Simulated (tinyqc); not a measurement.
From a target wavelength to the width: optical transitions of a finite quantum well. Four cases, with inputs chosen for the exercise.

Problem. Which width puts the e1-hh1 edge, hc/(Eg + e1 + hh1), at the wavelength below?

Each carrier sees a square well of width L with its own depth V and masses m (inside), mb (outside); c = hbar^2/2m0, k = sqrt(m E/c), kappa = sqrt(mb (V - E)/c), and level n solves k L + 2 atan[(k/m)/(kappa/mb)] = n pi. The envelope is cos(kz) for odd n and sin(kz) for even n inside, joins exp(-kappa (|z| - L/2)) outside, and is normalised to 1. Excitons and band mixing are left out.

Constants: hbar^2/2m0 = 3.80998211 eV angstrom^2; hc = 1239.841984 eV nm.

Case 1.

Values chosen (near those of an InGaAs well in InAlAs; the results hold for these values, not for the real material): Eg = 0.826 eV (gap of the well); Vc = 0.526 eV (conduction offset); Vv = 0.201 eV (valence offset); me = 0.0412 m0 (electron, well); meb = 0.0783 m0 (electron, barrier); mh = 0.37 m0 (heavy hole along z, well); mhb = 0.416 m0 (heavy hole, barrier).

edge wavelength = 1422.997 nm

Case 2.

Values chosen (near those of an InGaAs well in InP; the results hold for these values, not for the real material): Eg = 0.807 eV (gap of the well); Vc = 0.244 eV (conduction offset); Vv = 0.333 eV (valence offset); me = 0.04 m0 (electron, well); meb = 0.0817 m0 (electron, barrier); mh = 0.38 m0 (heavy hole along z, well); mhb = 0.519 m0 (heavy hole, barrier).

edge wavelength = 1438.448 nm

Case 3.

Values chosen (near those of a GaAs well in AlGaAs; the results hold for these values, not for the real material): Eg = 1.502 eV (gap of the well); Vc = 0.121 eV (conduction offset); Vv = 0.067 eV (valence offset); me = 0.0688 m0 (electron, well); meb = 0.0795 m0 (electron, barrier); mh = 0.341 m0 (heavy hole along z, well); mhb = 0.395 m0 (heavy hole, barrier).

edge wavelength = 816.179 nm

Case 4.

Values chosen (near those of a GaAs well in AlGaAs; the results hold for these values, not for the real material): Eg = 1.543 eV (gap of the well); Vc = 0.267 eV (conduction offset); Vv = 0.148 eV (valence offset); me = 0.0686 m0 (electron, well); meb = 0.0944 m0 (electron, barrier); mh = 0.356 m0 (heavy hole along z, well); mhb = 0.416 m0 (heavy hole, barrier).

edge wavelength = 782.990 nm

Find: e1 + hh1 needed; L; e1; hh1.

Solution. Both confinement energies fall steadily with L, so their sum meets the target once; bisection in L finds it.

Case 1.

e1 + hh1 needed = 45.3 meV
L = 116.0 angstrom
e1 = 39.4 meV
hh1 = 5.9 meV

Case 2.

e1 + hh1 needed = 54.9 meV
L = 89.0 angstrom
e1 = 45.4 meV
hh1 = 9.5 meV

Case 3.

e1 + hh1 needed = 17.1 meV
L = 153.0 angstrom
e1 = 13.7 meV
hh1 = 3.4 meV

Case 4.

e1 + hh1 needed = 40.5 meV
L = 96.0 angstrom
e1 = 32.4 meV
hh1 = 8.1 meV

Computed by tinyqc, one run a case: `OMP_NUM_THREADS=1 python tinyqc.py N N+1 out.jsonl` with N = 1282390, 1282419, 1282447, 1282526; one thread of a shared Intel(R) Xeon(R) Processor @ 2.30GHz, about 0.1 s a run at most.
